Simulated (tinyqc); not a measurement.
One mass for the acceptor? Model: shallow acceptor in the spherical model (Baldereschi-Lipari), strong spin-orbit limit. Computed by tinyqc, a small Python program. Command: `OMP_NUM_THREADS=1 python tinyqc.py 3005097 3005098 out.jsonl acceptor walk`. One thread of a shared host (Intel(R) Xeon(R) Processor @ 2.30GHz), about 0.01 s of CPU time with the checks.

The 1S(3/2) state has an s envelope f(r) and a d envelope g(r). In effective units they obey -(f'' + 2f'/r + 2f/r) + mu (g'' + 5g'/r + 3g/r^2) = E f and -(g'' + 2g'/r - 6g/r^2 + 2g/r) + mu (f'' - f'/r) = E g. The cubic term, the split-off band and the central cell are left out.

Inputs (values chosen for the exercise, modelled on germanium): Luttinger gamma_1 = 13.4; Luttinger gamma_2 = 4.18; Luttinger gamma_3 = 5.74; dielectric constant eps = 15.8.

Constants: Ry = 13.605693123 eV; a_0 = 0.529177210903 angstrom.

Method:
- Ry* = Ry/(gamma_1 eps^2), a* = a_0 eps gamma_1, mu = (6 gamma_3 + 4 gamma_2)/(5 gamma_1), delta = (gamma_3 - gamma_2)/gamma_1; spherical masses 1/(gamma_1 (1 - mu)) (heavy) and 1/(gamma_1 (1 + mu)) (light).
- Basis: f_i = exp(-zeta_i r), g_i = r exp(-zeta_i r), weight r^2 dr, s = zeta_i + zeta_j. S_ff = 2/s^3, H_ff = zeta_i zeta_j S_ff - 2/s^2; S_gg = 24/s^5, H_gg = 8/s^3 + 24 zeta_i zeta_j/s^5 - 12/s^4; H(f_i, g_j) = mu (6 zeta_i^2/s^4 + 2 zeta_i/s^3); S_fg = 0. Each function is normalised by sqrt(S_ii).
- Large basis: zeta_i = 0.08 x 1.55^(i-1), i = 1..20 in each channel; overlap eigenvalues below 1e-11 are dropped.
- Binding energies are -E Ry*; the mass that fits is E(1S) eps^2/Ry.
- Hydrogenic binding Ry m/eps^2; the density-of-states mass is (m_H^(3/2) + m_L^(3/2))^(2/3); errors are against the large basis.

light-hole mass = 0.0423155 m_0

heavy-hole mass = 0.315657 m_0

1S(3/2) binding energy = 9.13005 meV

1S binding energy:
```
mass                     value (m_0)  binding (meV)  error (%)
light hole                   0.04232          2.306    -74.740
1/gamma_1                    0.07463          4.067    -55.452
mean of heavy and light      0.17899          9.755      6.845
heavy hole                   0.31566         17.204     88.429
density of states            0.32590         17.762     94.546
```

What does the comparison show, and why?

The coupled result, 9.13 meV, lies between the 1/gamma_1 value (no coupling) and the heavy-hole value; the closest single rule here is "mean of heavy and light", off by +6.8 %.
